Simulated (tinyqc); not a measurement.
Comparisons within one model: donors with valley-orbit split 1s states. A value that a table varies takes the place of the one given here.

Each donor binds at most one electron, in any of its states. For a site s, W_s = sum over its states of g exp(E/kT), and the ionised share is 1/(1 + W_s exp(eta)), eta = (EF - Ec)/kT; n = Nc F_1/2(eta); neutrality n + NA = ND x (mean ionised share); holes are neglected. Nc from N = 2 (m kB T/(4 pi c))^(3/2) with c = hbar^2/2m0, in 1/angstrom^3; times 1e24 for 1/cm^3, m = md. F_j(eta) = (1/Gamma(j + 1)) integral_0^infinity x^j dx/(1 + exp(x - eta)), which tends to exp(eta) for eta << 0.

Mobility (Caughey-Thomas form): mu = mu0 + (mu1 (T/300)^(-ga) - mu0)/(1 + ((ND + NA)/Nr)^de); rho = 1/(e n mu), e = 1.602176634e-19 C.

Constants: hbar^2/2m0 = 3.80998211 eV angstrom^2; kB = 8.617333262e-05 eV/K.

Inputs chosen for the exercise (near those of Sb in Si; not measured data):
```
symbol  value               unit        meaning
md      1.076               m0          density-of-states mass of the conduction band
E       (42.2, 32.9, 29.9)  meV         binding energies of 1s(A1), 1s(T2), 1s(E)
g       (2, 6, 4)                       their degeneracies with spin
ND      8.7e+16             1/cm^3      donors
NA      0                   1/cm^3      compensating acceptors, all ionised
T       225                 K
mu0     62                  cm^2/(V s)  mobility at heavy doping
mu1     1456                cm^2/(V s)  mobility at light doping and 300 K
Nr      1.1e+17             1/cm^3      reference doping
de      0.72                            doping exponent
ga      2.3                             temperature exponent
```

## What the excited states change

The last columns keep only the ground state of each site (g = 2).

Results:
```
T (K)  effective degeneracy    eta  n (1/cm^3)  n, ground states only  ratio
40                     2.52  -7.96    4.75e+14               5.33e+14  0.892
60                     3.36  -6.39    4.19e+15               5.40e+15  0.777
80                     4.23  -5.75    1.22e+16               1.72e+16  0.712
110                    5.34  -5.39    2.82e+16               4.09e+16  0.691
150                    6.47  -5.33    4.78e+16               6.48e+16  0.738
200                    7.46  -5.47    6.39e+16               7.78e+16  0.821
250                    8.16  -5.68    7.27e+16               8.25e+16  0.881
300                    8.67  -5.89    7.75e+16               8.44e+16  0.918
400                    9.38  -6.26    8.20e+16               8.58e+16  0.956
500                    9.84  -6.58    8.39e+16               8.63e+16  0.972
```

How do the results move?

The effective degeneracy grows from 2.52 to 9.84. Excited states hold electrons back, so the ratio is never above 1; it is lowest, 0.691, at 110 K of those listed, and 0.918 at 300 K. At low T the excited states empty out, and at high T more donors are ionised (n is 96 % of ND - NA in the last row), so the effect is largest in between.

## Ionisation and resistivity against doping

NA = 0.

Results:
```
ND (1/cm^3)  n (1/cm^3)   n/ND  mu (cm^2/(V s))  rho (ohm cm)  rho at full ionisation
1.0e+14        1.00e+14  1.000             2804          22.3                    22.3
1.0e+15        9.96e+14  0.996             2731          2.29                    2.29
1.0e+16        9.65e+15  0.965             2405         0.269                   0.260
3.0e+16        2.72e+16  0.906             2044         0.112                   0.102
1.0e+17        7.73e+16  0.773             1489        0.0542                  0.0419
3.0e+17        1.79e+17  0.595              964        0.0363                  0.0216
1.0e+18        3.97e+17  0.397              530        0.0297                  0.0118
2.0e+18        6.03e+17  0.302              366        0.0283                 0.00852
```

What can be read from the table?

From 1e16 to 1e18 1/cm^3 rho falls by a factor 9.07, not 100: the mobility takes a factor 4.54 and incomplete ionisation 2.43. n/ND is below 0.9 from 1e+17 1/cm^3 on. From a few times 1e18 1/cm^3 on, depending on the dopant, the levels merge with the band, and already below that screening lowers the binding energy, so the last rows understate n.

## Compensation sets the slope of the freeze-out

NA = K ND. The slope energy is -d ln(n T^(-p))/d(1/kT) between 30 and 36 K, with p = 3/4 for K = 0 and p = 3/2 otherwise.

Results:
```
K       n(30 K) (1/cm^3)  n(36 K) (1/cm^3)  slope energy (meV)
0               5.34e+13          2.29e+14               20.48
0.0010          2.54e+13          1.90e+14               26.98
0.010           3.23e+12          5.63e+13               40.08
0.050           6.23e+11          1.15e+13               40.96
0.20            1.31e+11          2.42e+12               41.00
0.50            3.28e+10          6.06e+11               41.00
```

What does this show, and why?

Without acceptors the slope is 20.48 meV, against half the ground-state energy, 21.10; with K = 0.05 it is 40.96 meV, against the full 42.2. The full energy (less a few meV where excited levels lie within a few kT) shows where n is far below NA, since the acceptors then hold EF near the donor level: n(36 K)/NA is 2.2 for K = 0.001 and 0.0026 for K = 0.05; for K = 0.001 the sample is still in or near the uncompensated regime, where p = 3/2 is the wrong power, so that slope means little.

## What moves the carrier density

All results formed anew. Each row changes one parameter from the base and keeps the others.

Results:
```
case                           eta  n (1/cm^3)  rho (ohm cm)
base                        -5.574   6.893e+16       0.05811
E = (47.2, 32.9, 29.9) meV  -5.587   6.806e+16       0.05885
md = 1.184 m0               -5.694   7.059e+16       0.05675
ND = 1.74e+17 1/cm^3        -5.022   1.196e+17       0.04292
NA = 8.7e+15 1/cm^3         -5.684   6.176e+16       0.06688
T = 255 K                   -5.701   7.327e+16       0.07247
Nr = 2.2e+17 1/cm^3         -5.574   6.893e+16       0.04800
```

What does this show?

The largest shifts from the base row, up to three for each result and ties (the steps differ in size, so this ranks the rows, not the parameters). eta: ND +0.552, T -0.127, md -0.120; unchanged at the printed digits by Nr. n (1/cm^3): ND +5.06e+16, NA -7.18e+15, T +4.34e+15; unchanged at the printed digits by Nr. rho (ohm cm): ND -0.0152, T +0.0144, Nr -0.0101.

Run: tinyqc, `OMP_NUM_THREADS=1 python tinyqc.py 1682179 1682180 out.jsonl`; Intel(R) Xeon(R) Processor @ 2.30GHz, one thread, shared host; about 0.01 s of CPU time with all checks.
